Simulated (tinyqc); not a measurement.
Inside a calculation. Method: Rayleigh-quotient iteration on a symmetric matrix. One step of it, computed by the program tinyqc.

Question. Step 1. solve (A - shift) w = v; v' = w/|w| with its largest component positive (the first on a tie); lambda = v'^T A v'; the next shift is lambda.

A, lower triangle:
```
           1         2         3         4         5
1   0.202000
2  -0.201000  1.365000
3  -0.092000  0.713000  1.752000
4   0.396000  0.591000  0.400000  1.792000
5  -0.052000  0.217000  0.278000  0.509000  2.064000
```

vector v at the start: 0.447214  0.447214  0.447214  0.447214  0.447214

shift = -0.470000

Give: vector after step 1; Rayleigh quotient after step 1.

Answer.

vector after step 1: 0.9128  0.3166  0.1498  -0.0951  0.1871

Rayleigh quotient after step 1 = 0.2489
